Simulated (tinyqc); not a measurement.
Schottky emission and Poole-Frenkel conduction in an insulator, and how to tell them apart: effect of temperature.

Schottky emission (electrode-limited): J = As T^2 exp[-(pb - b sqrt(F))/Vt], b = sqrt(q/(4 pi eps0 ei)). Poole-Frenkel emission (bulk-limited): J = s0 F exp[-(pt - 2 b sqrt(F))/Vt]. F in V/cm.

Both formulas at the same field.

Parameters, values chosen for the exercise; dielectric values close to those of aluminium oxide:
```
symbol  value          unit                               meaning
ei          3                high-frequency relative permittivity
pt       1.09            eV                            trap depth
s0       0.11          S/cm               Poole-Frenkel prefactor
pb       0.94            eV                     electrode barrier
As         16  A/(cm^2 K^2)                   Richardson constant
F         1.6         MV/cm                                 field
```

Constants: q = 1.602176634e-19 C, kB = 1.380649e-23 J/K, Vt = kB T/q, eps0 = 8.8541878128e-14 F/cm where lengths are in cm. Results are converted to the units shown.

Result of one run:

| J, Schottky (A/cm^2) | J, Poole-Frenkel (A/cm^2) | ratio |
|---|---|---|
| 0.03137 | 0.06558 | 0.4783 |

Which temperature T gave this result: 225, 260, 300, 380 or 420 K?

T = 420 K.

The whole series:

| T (K) | J, Schottky (A/cm^2) | J, Poole-Frenkel (A/cm^2) | ratio |
|---|---|---|---|
| 225 | 1.150e-9 | 1.759e-7 | 0.006539 |
| 260 | 1.531e-7 | 7.255e-6 | 0.02111 |
| 300 | 1.053e-5 | 1.759e-4 | 0.05988 |
| 340 | 2.763e-4 | 0.002014 | 0.1372 |
| 380 | 0.003735 | 0.01381 | 0.2705 |
| 420 | 0.03137 | 0.06558 | 0.4783 |
| 475 | 0.3345 | 0.3641 | 0.9187 |

The Schottky current grows by 8.46 decades and the Poole-Frenkel current by 6.32, as their lowered barriers are 0.663 and 0.536 eV. A tunnelling current would hardly change over this range. For T = 225, 260, 300 a Fowler-Nordheim estimate for tunnelling through pb with a mass of 0.4 m0 exceeds the Schottky current, so tunnelling, left out here, would compete. For T = 225, 260, 300 a Fowler-Nordheim estimate for tunnelling through pb with a mass of 0.4 m0 exceeds the Poole-Frenkel current, so tunnelling, left out here, would compete.

Computed by the program tinyqc: `OMP_NUM_THREADS=1 python tinyqc.py 2370055 2370056 out.jsonl`, one thread of a shared Intel Xeon 2.30GHz, about 0.01 s for the whole run.
